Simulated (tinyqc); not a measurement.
# Zener tunnelling in a reverse-biased junction, two-band WKB: two studies

Abrupt p-n junction, depletion approximation. Energies E are counted from the conduction-band edge of the neutral n side; its Fermi level lies at dn, that of the p side at dn - V, and the valence-band edge of the neutral p side at Em = dn + dp - V. Tunnelling needs 0 < E < Em. Two-band dispersion with equal masses m: inside the gap kappa = sqrt(m u (1 - u/Eg)/C), u the distance from a band edge, C = hbar^2/(2 m0).

Values chosen for this exercise; band and dielectric values close to those of indium arsenide:
- T = 300 K (temperature)
- Eg = 0.346 eV (band gap)
- eps_r = 15.3 (relative permittivity)
- Nc = 8.78e16 cm^-3 (conduction-band density of states at 300 K)
- Nv = 6.53e18 cm^-3 (valence-band density of states at 300 K)
- m = 0.024 m0 (band-edge mass of the two-band model)
- Na = 6.8e18 cm^-3 (acceptor density)
- Nd = 3e17 cm^-3 (donor density)
- V = -2 V (bias of the p side)

Constants: q = 1.602176634e-19 C, kB = 1.380649e-23 J/K, hbar = 1.054571817e-34 J s, h = 6.62607015e-34 J s, m0 = 9.1093837015e-31 kg, Vt = kB T/q, eps0 = 8.8541878128e-14 F/cm where lengths are in cm, hbar^2/(2 m0) = 0.0380998212 eV nm^2. Results are converted to the units shown.

Each table varies one quantity; the others keep the values above.

## Effect of the band gap with the mass tied to it

The mass follows the gap, m = 0.024 Eg/0.346 eV, as in a two-band model with a fixed matrix element; Nc, Nv and eps_r are held. Nd = Nc F12(dn/Vt), Na = Nv F12(dp/Vt), F12(x) = (2/sqrt(pi)) int_0^infinity sqrt(u)/(1 + exp(u - x)) du; dn = EF - Ec on the n side, dp = Ev - EF on the p side (negative outside the bands); Vbi = Eg + dn + dp. W = sqrt(2 eps0 eps_r (Vbi - V)(1/Na + 1/Nd)/q), mean field F = (Vbi - V)/W, peak field 2 F. In a uniform field F the exponent is S = pi sqrt(m/C) Eg^1.5/(4 F). Transverse energy Et = C kt^2/m raises it to S (1 + 4 Et/Eg), so T = exp(-S) exp(-Et/Eb) with Eb = Eg/(4 S). KJ = (2 q^2/h) m/(4 pi C) (times 1e14 for A/cm^2 per eV^2). J = KJ exp(-S) Eb times the integral from 0 to Em of [f(E - dn) - f(E - dn + V)] [1 - exp(-min(E, Em - E)/Eb)] dE, f(x) = 1/(1 + exp(x/Vt)), with S and Eb from the mean field; J > 0 flows from p to n.

Result of one run:
```
Eg (eV)	Vbi (V)	mean field (MV/cm)	S	J (A/cm^2)	S at fixed m
0.27	0.3421	0.1995	3.873	-2.167e5	4.384
```

What becomes of these results when the band gap Eg is changed from 0.27 to 0.37 eV, all else the same?

Result of the changed run:
```
Eg (eV)	Vbi (V)	mean field (MV/cm)	S	J (A/cm^2)	S at fixed m
0.37	0.4421	0.2037	7.122	-8601	6.887
```

The whole series:
```
Eg (eV)	Vbi (V)	mean field (MV/cm)	S	J (A/cm^2)	S at fixed m
0.17	0.2421	0.1952	1.569	-2.111e6	2.239
0.22	0.2921	0.1973	2.599	-7.646e5	3.259
0.27	0.3421	0.1995	3.873	-2.167e5	4.384
0.32	0.3921	0.2016	5.383	-4.843e4	5.597
0.37	0.4421	0.2037	7.122	-8601	6.887
0.42	0.4921	0.2058	9.085	-1222	8.246
0.47	0.5421	0.2078	11.26	-139.6	9.665
0.52	0.5921	0.2099	13.65	-12.92	11.14
```

S rises from 1.57 to 13.7, as Eg^(1.94), against Eg^(1.44) at fixed m; at a fixed field the powers would be 2 and 1.5, and the field grows with Vbi. |J| falls from 2.11e6 to 12.9 A/cm^2. Where S is below about 4, a WKB prefactor of 1 is a rough guess.

## Effect of the doping Nd

Same model as above.

Effect of the doping Nd:
```
Nd (cm^-3)	Vbi (V)	mean field (MV/cm)	S	J (A/cm^2)
6.9e16	0.3573	0.09758	13.00	-11.45
9.8e16	0.3693	0.1163	10.90	-111.4
1.4e17	0.3828	0.1390	9.125	-790.0
1.9e17	0.3956	0.1618	7.840	-3328
2.7e17	0.4125	0.1925	6.591	-1.381e4
3.8e17	0.4317	0.2275	5.577	-4.504e4
5.4e17	0.4555	0.2695	4.707	-1.273e5
7.6e17	0.4837	0.3169	4.004	-3.021e5
```

The mean field rises from 0.0976 to 0.317 MV/cm, as Nd^(0.49), S falls from 13.0 to 4.00, and |J| rises from 11.4 to 3.02e5 A/cm^2: 4.42 decades, of which exp(-S) accounts for 3.91.

Range of the model: Parabolic densities of states, no band tails and no gap narrowing, all of which matter at such doping.

Program tinyqc, `OMP_NUM_THREADS=1 python tinyqc.py 2620054 2620055 out.jsonl`; Intel Xeon 2.30GHz, shared host, one thread, about 0.02 s.
